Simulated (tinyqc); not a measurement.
Heisenberg magnet: exchange from energy differences, ordering vector, linear spin waves and ordering temperature: one step, computed by the program tinyqc.

H = -sum over pairs <ij> J_ij S_i.S_j - K sum_i (S_i^z)^2, each pair once, J > 0 ferromagnetic. First neighbours: 8 at a (0.5, 0.5, 0.5), second: 6 at a (1, 0, 0), with all permutations and signs.

Question. Long waves and the gap. g_s(q) = sum over shell s of cos(q.R), z1 = g1(0). A(q) = S [-J1 g1(0) + J2 (g2(0) - g2(q))] + (2S - 1) K, B(q) = S J1 g1(q), E(q) = sqrt(A^2 - B^2). The factor 2S - 1 removes the anisotropy for S = 1/2. sum R_x^2 over the shells is s1 = 2 a^2 and s2 = 2 a^2. Without K, E = c q with c = S sqrt(z1 |J1| (|J1| s1 + J2 s2)); the gap is E(0) = sqrt(k (k + 2 S z1 |J1|)), k = (2S - 1) K.

Inputs (values chosen for the exercise, for a model magnet):
```
quantity                  value      unit
exchange J1              -0.507       meV
exchange J2                0.12       meV
spin S                      3.5         -
single-ion anisotropy K  0.0036       meV
lattice constant a         3.23  angstrom
```

Lattice: bcc. Order: Neel (nearest neighbours antiparallel).

Give: spin-wave velocity c; gap.

Answer.

spin-wave velocity c = 25.50 meV angstrom

gap = 0.7834 meV

Exchange enhances the gap to 36.3 times (2S - 1) K, the geometric mean of anisotropy and exchange.
